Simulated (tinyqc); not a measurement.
Permeation of metal atoms or ions through a thin barrier or dielectric: time lag, field-aided drift and lifetime: one step, computed by the program tinyqc. Command: `OMP_NUM_THREADS=1 python tinyqc.py 3003976 3003977 out.jsonl barrier walk`. One thread of a shared host (Intel(R) Xeon(R) Processor @ 2.30GHz), about 0.01 s of CPU time with the checks.

The film 0 < x < d is empty at first; C = C0 at x = 0 and C = 0 at x = d. dC/dt = D d2C/dx2 - v dC/dx with drift v = D z e V/(k_B T d) (uniform field, no space charge).

Problem. Dose at time s. Steady flux J = (D C0/d) P/(1 - exp(-P)); time lag in units of d^2/D: s_L = [P (1 + exp(-P))/(1 - exp(-P)) - 2]/P^2 (P = 0: J = D C0/d, s_L = 1/6). Dose through the film Q(s) = C0 d {f (s - s_L) - 2 exp(P/2) sum_(n=1..200) (-1)^n n^2 pi^2 exp(-l_n s)/l_n^2}, l_n = n^2 pi^2 + P^2/4, f = P/(1 - exp(-P)) the relative flux.

Inputs (values chosen for the exercise, for a model case: singly charged ions through a dielectric):
```
quantity                               value    unit
thickness d                               31      nm
concentration at the source side C0  1.6e+14  1/cm^3
test temperature T                       200       C
time in units of d^2/D, s               0.17       -
```

Peclet number P = 3.188391

time scale d^2/D = 134.9325 s

Give: Q/(C0 d); dose Q; time.

Solution.

Q/(C0 d) = 0.16320

dose Q = 8.0948e+07 1/cm^2

time = 22.939 s
